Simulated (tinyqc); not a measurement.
Energy and delay of logic against supply voltage: two steps of the calculation.

One expression serves below and above threshold: I(Vg) = Ik [ln(1 + exp((Vg - VT + dd V)/(al nf Vt)))]^al, with I_on = I(V) and I_off = I(0). Gate delay td = kd C V/I_on, clock period LD td. Per gate and cycle the switching energy is act C V^2 and the leakage energy I_off V LD td. No short-circuit current, no variation. Minima are sought above 0.09 V; below a few Vt gates no longer switch and the model has no meaning.

Parameters, values chosen for the exercise; values of the order met in logic technologies: temperature T = 330 K; threshold voltage at zero drain bias VT = 0.2 V; slope factor nf = 1.22; barrier lowering per volt of supply dd = 0.07; specific current of a gate Ik = 0.62 uA; exponent of the current law al = 1.36; load capacitance of a gate C = 2.7 fF; delay factor kd = 0.8; logic depth LD = 60; activity factor act = 0.1; supply voltage V = 0.79 V.

Constants: q = 1.602176634e-19 C, kB = 1.380649e-23 J/K, Vt = kB T/q. Results are converted to the units shown.

Question 1. Currents, delay and energies. I_on, I_off, td, clock frequency 1/(LD td), both energies and their sum.

Give: I_on; I_off; td; clock frequency; switching energy; leakage energy; energy.

Answer 1.

I_on = 21.74 uA
I_off = 9.280 nA
td = 78.48 ps
clock frequency = 0.2124 GHz
switching energy = 168.5 aJ
leakage energy = 34.52 aJ
energy = 203.0 aJ

I_on/I_off = 2340; leakage makes up 17.0 % of the energy.

Question 2. New V. Minimum-energy supply: E(V) is the energy per gate and cycle; with h = 0.001 V, E' = (E(V + h) - E(V - h))/(2 h), E'' = (E(V - h) - 2 E(V) + E(V + h))/h^2, V(new) = V - E'/E''.

V at the start = 0.21 V

Wanted: E'; E''; V after iteration 1.

Answer 2.

E' = -107.9 aJ/V
E'' = 4286 aJ/V^2
V after iteration 1 = 0.2352 V

Program tinyqc, `OMP_NUM_THREADS=1 python tinyqc.py 2082112 2082113 out.jsonl`; Intel Xeon 2.30GHz, shared host, one thread, about 0.01 s.
